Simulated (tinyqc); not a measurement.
Inside a calculation: defect, radiative and Auger recombination at equal electron and hole densities (ABC model). Values are carried at full precision from step to step, so a last printed digit may differ when a step is redone from the rounded ones.

J/(e d) = Ae n + B n^2 + C n^3 with Ae = A + 4 S/w (four side walls, carriers spread evenly), e = 1.602176634e-19 C, lengths in cm; internal efficiency IQE = B n^2/(Ae n + B n^2 + C n^3); all injected carriers recombine in the layer.

Values chosen for the exercise (orders of magnitude like those quoted for Ge; not measured data): A = 370000 1/s (defect rate); B = 4.2e-14 cm^3/s (radiative coefficient); C = 4.9e-31 cm^6/s (Auger coefficient); S = 0 cm/s (recombination velocity of the side walls); w = 7.3 micrometre (side of the square mesa); d = 550 nm (active thickness); J = 5.1 A/cm^2 (current density); ex = 0.07 (extraction efficiency); Eph = 0.68 eV (photon energy).

## The efficiency peak

IQE peaks at n_p = sqrt(Ae/C); with Q = B/sqrt(Ae C), IQE_max = Q/(Q + 2).

Ae = 3.700e+05 1/s
n_p = 8.690e+17 1/cm^3
Q = 0.09864
IQE_max = 0.0470
J at the peak = 5.95 A/cm^2

The side walls are taken as passivated.

## Carrier density at the given current

G = J/(e d). Newton steps from the smallest of G/Ae, sqrt(G/B) and (G/C)^(1/3); stop when the relative step is below 1e-9.

G = 5.788e+23 1/(cm^3 s)

Newton steps:
```
step  n (1/cm^3)   rate/G  relative step
1     1.0571e+18  1.75687          -0.20
2     8.4860e+17  1.11215         -0.051
3     8.0533e+17  1.00410        -0.0021
4     8.0362e+17  1.00001       -3.2e-06
5     8.0362e+17  1.00000       -7.3e-12
```

n = 8.036e+17 1/cm^3

The start is an upper bound and the function is convex, so the steps fall monotonically; 5 are needed.

## Shares, lifetimes and light

Shares of the three paths; lifetime n/G = 1/(Ae + B n + C n^2); differential lifetime 1/(Ae + 2 B n + 3 C n^2) and bandwidth 1/(2 pi tau_d); optical power density ex IQE J Eph/e.

shares: defect 0.5138, radiative 0.0469, Auger 0.4394

lifetime = 1.39e+03 ns
differential lifetime = 721 ns
bandwidth = 0.221 MHz
optical power density = 0.0114 W/cm^2

The defect path is the largest; the device runs below its efficiency peak, where the defect and Auger shares are equal.

## Checks

- Density from Newton steps against bisection (1/cm^3): both 8.0362e+17.

(tinyqc, `OMP_NUM_THREADS=1 python tinyqc.py 1651784 1651785 out.jsonl`, Intel(R) Xeon(R) Processor @ 2.30GHz, 1 thread, shared host, about 0.01 s.)
